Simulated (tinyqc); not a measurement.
## Energy and delay of logic against supply voltage: energy and delay against supply voltage

One expression serves below and above threshold: I(Vg) = Ik [ln(1 + exp((Vg - VT + dd V)/(al nf Vt)))]^al, with I_on = I(V) and I_off = I(0). Gate delay td = kd C V/I_on, clock period LD td. Per gate and cycle the switching energy is act C V^2 and the leakage energy I_off V LD td. No short-circuit current, no variation. Minima are sought above 0.09 V; below a few Vt gates no longer switch and the model has no meaning.

EDP = energy times td.

Values chosen for this exercise; values of the order met in logic technologies: temperature T = 358 K; threshold voltage at zero drain bias VT = 0.35 V; slope factor nf = 1.38; barrier lowering per volt of supply dd = 0.06; specific current of a gate Ik = 0.34 uA; exponent of the current law al = 1.37; load capacitance of a gate C = 0.51 fF; delay factor kd = 0.8; logic depth LD = 60; activity factor act = 0.2.

Constants: q = 1.602176634e-19 C, kB = 1.380649e-23 J/K, Vt = kB T/q. Results are converted to the units shown.

Energy and delay against supply voltage:

| V (V) | I_on (uA) | I_off (nA) | td (ps) | switching (aJ) | leakage (aJ) | energy (aJ) | EDP (fJ ps) |
|---|---|---|---|---|---|---|---|
| 0.15 | 0.0037323 | 0.11273 | 16397 | 2.2950 | 16.636 | 18.931 | 310.41 |
| 0.27 | 0.062036 | 0.13346 | 1775.8 | 7.4358 | 3.8394 | 11.275 | 20.022 |
| 0.38 | 0.45900 | 0.15580 | 337.78 | 14.729 | 1.1999 | 15.929 | 5.3803 |
| 0.5 | 1.6238 | 0.18445 | 125.63 | 25.500 | 0.69519 | 26.195 | 3.2910 |
| 0.62 | 3.3159 | 0.21836 | 76.286 | 39.209 | 0.61966 | 39.828 | 3.0384 |
| 0.73 | 5.1466 | 0.25488 | 57.871 | 54.356 | 0.64604 | 55.002 | 3.1830 |
| 0.85 | 7.3729 | 0.30170 | 47.037 | 73.695 | 0.72374 | 74.419 | 3.5004 |
| 0.97 | 9.7998 | 0.35710 | 40.384 | 95.972 | 0.83932 | 96.811 | 3.9097 |
| 1.08 | 12.179 | 0.41675 | 36.180 | 118.97 | 0.97707 | 119.95 | 4.3398 |
| 1.2 | 14.926 | 0.49321 | 32.802 | 146.88 | 1.1649 | 148.04 | 4.8562 |

td falls from 16400 to 32.8 ps; the energy goes from 18.9 through a minimum of 11.3 (at V = 0.27 V among the rows listed) to 148 aJ and the EDP goes from 310 through a minimum of 3.04 (at V = 0.62 V among the rows listed) to 4.86 fJ ps. The exact minima lie at V = 0.264 V for the energy and 0.610 V for the EDP. Going from 1.2 V to the energy minimum saves a factor of 13.2 in energy and costs a factor of 60.6 in delay. Below the minimum the leakage energy rises faster than the switching energy falls, because the clock period grows so steeply.

Numbers from tinyqc (`OMP_NUM_THREADS=1 python tinyqc.py 2082038 2082039 out.jsonl`; about 0.01 s on one thread of a shared Intel Xeon 2.30GHz).
